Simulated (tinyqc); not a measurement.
Which mechanism rules? Model: leakage currents through a thin dielectric. Computed by tinyqc, a small Python program. Command: `OMP_NUM_THREADS=1 python tinyqc.py 3027227 3027228 out.jsonl leak walk`. One thread of a shared host (Intel(R) Xeon(R) Processor @ 2.30GHz), about 0.02 s of CPU time with the checks.

Electrons leave an electrode with Fermi energy E_F above its band bottom; barriers are counted from the Fermi level, and both electrodes are alike. They cross the interlayer first.

Inputs (values chosen for the exercise, modelled on TiO2):
```
quantity                           value  unit
barrier height phi_B               0.612    eV
tunnelling mass m                    0.5   m_0
static permittivity k               51.9     -
optical permittivity k_o            6.25     -
trap depth phi_t                    0.48    eV
Poole-Frenkel prefactor sigma_0  0.00037  S/cm
thickness t                          2.6    nm
electrode Fermi energy E_F           0.2    eV
electrode mass m_e                   0.3   m_0
voltage V                              2     V
temperature T                        473     K
interlayer thickness t_i            0.88    nm
interlayer barrier phi_i            3.07    eV
interlayer mass m_i                 0.42   m_0
interlayer permittivity k_i          3.6     -
```

Stack: dielectric on an interlayer.

Constants: e = 1.602176634e-19 C; eps_0 = 8.8541878128e-12 F/m; k_B = 8.617333262e-05 eV/K; m_0 = 9.1093837015e-31 kg; k_B = 1.380649e-23 J/K; h = 6.62607015e-34 J s; hbar = 1.054571817e-34 J s.

Method:
- Fields: F_i = V/(t_i + t k_i/k), F = F_i k_i/k; equivalent oxide thickness 3.9 (t/k + t_i/k_i).
- WKB: a layer of mass m, field F and barrier b(x) = b_0 - e F x gives the exponent (4 sqrt(2 m)/(3 hbar e F)) [b_0^(3/2) - max(b_0 - e F t, 0)^(3/2)] for b_0 > 0; b_0 = barrier - (E - E_F), less e F_i t_i for the second layer; the transmission is D(E) = exp(-sum of exponents), without image force.
- Tsu-Esaki: J = (e m_e k_B T/(2 pi^2 hbar^3)) int D(E) ln[(1 + exp((E_F - E)/k_B T))/(1 + exp((E_F - eV - E)/k_B T))] dE over the normal energy E (its change with the mass at an interface is neglected) from max(0, E_F - 3 eV) to E_F + largest barrier, by 100 Gauss-Legendre points in each part, split at E_F - 0.3 eV (if inside the range) and E_F + 8 k_B T.
- Schottky emission J = A T^2 exp(-(phi_B - sqrt(e^3 F/(4 pi k_o eps_0)))/k_B T), A = 4 pi e m k_B^2/h^3 with the tunnelling mass; Poole-Frenkel J = sigma_0 F exp(-(phi_t - sqrt(e^3 F/(pi k_o eps_0)))/k_B T); both use the field F of the dielectric and ignore the interlayer.

Current densities (A/cm^2):
```
V (V)  F (MV/cm)  tunnelling  Schottky  Poole-Frenkel
0.4       0.2617  1.6806e+00     27.23     3.3587e-02
0.7       0.4579  5.6609e+02     50.36     2.0111e-01
1.0       0.6542  6.6745e+03     82.37     7.6853e-01
1.4       0.9158  9.0726e+03    143.03     3.2442e+00
1.7       1.1121  1.1538e+04    205.68     8.1469e+00
2.0       1.3083  1.4822e+04    286.80     1.8635e+01
2.4       1.5700  2.1093e+04    430.66     5.0423e+01
3.0       1.9625  3.7806e+04    747.01     1.8964e+02
```

What does the comparison show, and why?

The largest current is Schottky emission at 0.400, tunnelling from 0.700 to 3.00 V. Over the table tunnelling grows by 4.4 decades, Schottky by 1.4 and Poole-Frenkel by 3.8. A plot of ln(J/F) against sqrt(F) for the Poole-Frenkel column has the slope 7.45 per sqrt(MV/cm), from which k_o follows; reading it as Schottky emission would give about k_o/4.

Extremes, crossings and ranges named in words are read from the listed rows.
